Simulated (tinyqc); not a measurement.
Inside a calculation. Model: band bending at a free surface with a continuum of surface states, surface photovoltage and Kelvin probe.

Program tinyqc, `OMP_NUM_THREADS=1 python tinyqc.py 2430025 2430026 out.jsonl`; Intel Xeon 2.30GHz, shared host, one thread, about 0.01 s. Printed values are rounded.

n-type bulk, xi = Ec - EF = Vt ln(Nc/Nd), p0 = ni^2/Nd, ni = sqrt(Nc Nv) exp(-Eg/(2 Vt)), Eg in volts. b is the upward band bending, u = b/Vt. Space charge per area, in units of q: Qc = sign(b) sqrt((2 eps0 eps_r Vt/q) [(Nd + dn)(exp(-u) - 1) + Nd u + (p0 + dn)(exp(u) - 1)]), with dn the excess density under light (flat quasi-Fermi levels; 0 in the dark). The states hold -Ds (E0 - xi - b): negative while the Fermi level lies above the neutrality level. Neutrality: Qc + Qf + (charge of the states) = 0.

Parameters, values chosen for the exercise; band and dielectric values close to those of gallium arsenide:
```
symbol,value,unit,meaning
T,300,K,temperature
Eg,1.41,eV,band gap
eps_r,13,,relative permittivity
Nc,4.48e17,cm^-3,conduction-band density of states at T
Nv,8.83e18,cm^-3,valence-band density of states at T
chi,4.11,eV,electron affinity
Nd,4.5e16,cm^-3,donor density
Qf,0,cm^-2,fixed positive charge at the surface
pt,5.12,eV,work function of the probe tip
Ds,2.4e13,cm^-2 eV^-1,density of surface states
E0,0.29,eV,depth of their neutrality level below the conduction edge
dn,6.8e10,cm^-3,excess carrier density under light
```

Constants: q = 1.602176634e-19 C, kB = 1.380649e-23 J/K, Vt = kB T/q, eps0 = 8.8541878128e-14 F/cm where lengths are in cm. Results are converted to the units shown.

## Bulk quantities

xi, ni, p0, the Debye length sqrt(eps0 eps_r Vt/(q Nd)) and the flat-band work function chi + xi.

xi = 0.0594113 eV
ni = 2.85194e6 cm^-3
p0 = 1.80746e-4 cm^-3
Debye length = 20.3157 nm
chi + xi = 4.16941 eV

## Iteration 1: band bending in the dark

b at the start = 0.18 V

Newton step: b(new) = b - (Qc + Qf - Ds (E0 - xi - b))/(dQc/db + Ds), dQc/db = (eps0 eps_r/q) [Nd (1 - exp(-u)) + p0 exp(u)]/Qc.

b after iteration 1 = 0.215903 V

## Iteration 2: band bending in the dark

As before.

b after iteration 2 = 0.215979 V

## Course of the iteration

Stop when b changes by less than 1e-10 V, or after 40 iterations.

Course of the iteration:

| iteration | b (V) | change (V) |
|---|---|---|
| 1 | 0.215903 | 0.0359 |
| 2 | 0.215979 | 7.64e-5 |
| 3 | 0.215979 | 2.83e-10 |
| 4 | 0.215979 | 0 |

Converged in 4 iterations.

## Work function and Kelvin-probe reading

converged b = 0.215979 V

Work function chi + xi + b; contact potential difference CPD = (work function of the sample) - pt. Depth of EF below Ec at the surface: xi + b. Depletion width Qc/Nd.

xi + b = 0.275391 eV
Qc = 3.50624e11 cm^-2
Qc/Nd = 77.9164 nm
work function = 4.38539 eV
CPD = -734.609 mV

The Fermi level lies 14.6 meV above the neutrality level.

## Surface photovoltage

Under chopped light the surface charge keeps its dark value, so b falls to bL with Qc(bL, dn) = Qc(b, 0); the photovoltage is b - bL. Qc rises with b, so bL follows by bisection.

bL = 0.215815 V
photovoltage = 0.164896 mV
share of b removed = 0.0763483 %
excess holes at the surface, dn exp(bL/Vt) = 2.87100e14 cm^-3
